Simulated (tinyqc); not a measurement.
Time-dependent dielectric breakdown: cell percolation, Weibull statistics, area scaling and voltage extrapolation: one step, computed by the program tinyqc. Command: `OMP_NUM_THREADS=1 python tinyqc.py 3027845 3027846 out.jsonl tddb walk`. One thread of a shared host (Intel(R) Xeon(R) Processor @ 2.30GHz), about 0.01 s of CPU time with the checks.

The oxide is divided into columns of area a^2, each holding m = t_ox/a cells (m is taken as continuous). A share lambda(t) = (t/t_1)^alpha of the cells is defective, and a column whose cells are all defective breaks down.

Problem. Projection to use conditions. All three voltage laws share the slope n at the stress voltage. Factor t(V_u)/t(V): E law exp(n (1 - V_u/V)); 1/E law exp(n (V/V_u - 1)); power law (V/V_u)^n. Temperatures in kelvin are T(C) + 273.15. Temperature factor exp[(E_a/k_B)(1/T_u - 1/T)]; area factor (A/A_u)^(1/beta); percentile factor (-ln(1 - F))^(1/beta); life = t63 x all four; 1 year = 3.15576e7 s.

Inputs (values chosen for the exercise, for a model gate oxide): test area A = 0.03 um^2; product area A_u = 800000 um^2; stress voltage V = 2.25 V; use voltage V_u = 1.3 V; local exponent n = -d ln t/d ln V at the stress voltage = 37; activation energy E_a = 0.56 eV; stress temperature T = 105 C; use temperature T_u = 85 C; allowed failure fraction F = 0.0001.

Voltage law used: 1/E.

Weibull slope beta = 1.681319

characteristic life t63 = 31083.86 s

Constants: k_B = 8.617333262e-05 eV/K.

Give: voltage factor; temperature factor; area factor; percentile factor; projected life.

Solution.

voltage factor = 5.529e+11

temperature factor = 2.611

area factor = 3.830e-05

percentile factor = 0.004178

projected life = 227.5 years

Area and percentile together cost 6.8 decades, voltage and temperature return 12.2; a ten-year target is met. Caution: t_1 is an input here; in a real oxide it changes with thickness at fixed voltage. Caution: a voltage factor of more than nine decades rests wholly on the chosen law and cannot be tested.
